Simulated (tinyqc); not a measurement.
Tail length against growth temperature: equilibrium and kinetic segregation of a solute to boundaries and growing surfaces. Computed by tinyqc, a small Python program. Command: `OMP_NUM_THREADS=1 python tinyqc.py 3001107 3001108 out.jsonl segreg walk`. One thread of a shared host (Intel(R) Xeon(R) Processor @ 2.30GHz), about 0.01 s of CPU time with the checks.

Inputs (values chosen for the exercise, for a model alloy): exchange barrier E_b = 1.41 eV; surface segregation energy E_s = 0.2 eV; growth rate = 0.092 monolayers/s.

Constants: k_B = 8.617333262e-05 eV/K.

Method. Two-state exchange during growth, dilute: jump up r_u = nu exp(-E_b/(k_B T_g)), jump back r_d = r_u exp(-E_s/(k_B T_g)), nu = 1e13 1/s. In the time 1/R of one monolayer the share carried up is p = [r_u/(r_u + r_d)] [1 - exp(-(r_u + r_d)/R)]; the tail decays as p^n, length -1/ln p monolayers; the equilibrium limit has p = r_u/(r_u + r_d).

Exchange model:

| T_g (K) | r_u/R | p | length (monolayers) | equilibrium limit |
|---|---|---|---|---|
| 435 | 5.0163e-03 | 0.00500 | 1.8877e-01 | 208.06 |
| 466 | 6.1249e-02 | 0.05940 | 3.5417e-01 | 146.04 |
| 491 | 3.6604e-01 | 0.30606 | 8.4461e-01 | 113.44 |
| 516 | 1.8396e+00 | 0.83504 | 5.5472e+00 | 90.33 |
| 537 | 6.3573e+00 | 0.98533 | 6.7654e+01 | 75.84 |
| 557 | 1.8986e+01 | 0.98473 | 6.5007e+01 | 65.01 |
| 587 | 8.5200e+01 | 0.98118 | 5.2634e+01 | 52.63 |
| 633 | 6.4590e+02 | 0.97507 | 3.9613e+01 | 39.61 |
| 709 | 1.0316e+04 | 0.96351 | 2.6900e+01 | 26.90 |

What follows from these numbers?

The length peaks among these rows at 537 K with 67.7 monolayers. Below, exchange freezes (r_u/R = 0.0050 in the first row); above, the length follows the equilibrium limit, about exp(E_s/(k_B T)), down to 26.9.

Extremes, crossings and ranges named in words are read from the listed rows.
